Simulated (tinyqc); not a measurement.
Band bending at a free surface with one surface level, surface photovoltage and Kelvin probe: one step of the calculation.

n-type bulk, xi = Ec - EF = Vt ln(Nc/Nd), p0 = ni^2/Nd, ni = sqrt(Nc Nv) exp(-Eg/(2 Vt)), Eg in volts. b is the upward band bending, u = b/Vt. Space charge per area, in units of q: Qc = sign(b) sqrt((2 eps0 eps_r Vt/q) [(Nd + dn)(exp(-u) - 1) + Nd u + (p0 + dn)(exp(u) - 1)]), with dn the excess density under light (flat quasi-Fermi levels; 0 in the dark). The level holds -Ns f, f = 1/(1 + exp((xi + b - Es)/Vt)). Neutrality: Qc + Qf + (charge of the states) = 0.

Problem. Bulk quantities. xi, ni, p0, the Debye length sqrt(eps0 eps_r Vt/(q Nd)) and the flat-band work function chi + xi.

Values chosen for this exercise; band and dielectric values close to those of silicon:

| symbol | value | unit | meaning |
|---|---|---|---|
| T | 300 | K | temperature |
| Eg | 1.1 | eV | band gap |
| eps_r | 11.7 |  | relative permittivity |
| Nc | 2.79e19 | cm^-3 | conduction-band density of states at T |
| Nv | 2.66e19 | cm^-3 | valence-band density of states at T |
| chi | 4.08 | eV | electron affinity |
| Nd | 8.9e17 | cm^-3 | donor density |

Constants: q = 1.602176634e-19 C, kB = 1.380649e-23 J/K, Vt = kB T/q, eps0 = 8.8541878128e-14 F/cm where lengths are in cm. Results are converted to the units shown.

Find: xi; ni; p0; Debye length; chi + xi.

Solution.

xi = 0.08906 eV
ni = 1.569e10 cm^-3
p0 = 276.6 cm^-3
Debye length = 4.334 nm
chi + xi = 4.169 eV

Computed by the program tinyqc: `OMP_NUM_THREADS=1 python tinyqc.py 2430007 2430008 out.jsonl`, one thread of a shared Intel Xeon 2.30GHz, about 0.01 s for the whole run.
